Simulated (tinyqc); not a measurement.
## Loss and coupling from a measured resonance

Question. An all-pass ring of radius Rr has F = FSR/FWHM = pi sqrt(a t)/(1 - a t) and Tmin = (a - t)^2/(1 - a t)^2; it is known to be overcoupled (t < a). a = 10^(-al L/20), L = 2 pi Rr, k2 = 1 - t^2, FSR = lam^2/(ng L). Find ng, al and k2.

Values chosen for this exercise: cold resonance wavelength lam = 1310 nm; ring radius Rr = 50 um.

FSR = 2.626209595 nm
FWHM = 13.90824101 pm
Tmin (linear) = 0.2722005895

Answer. The finesse gives the product a t, Tmin the difference |a - t|; the spectrum alone cannot tell which is which.

ng = 2.080
al = 1.100 dB/cm
k2 = 0.02500

tinyqc, about 0.01 s, one thread, Intel Xeon 2.30GHz (shared host): `OMP_NUM_THREADS=1 python tinyqc.py 2650128 2650129 out.jsonl`
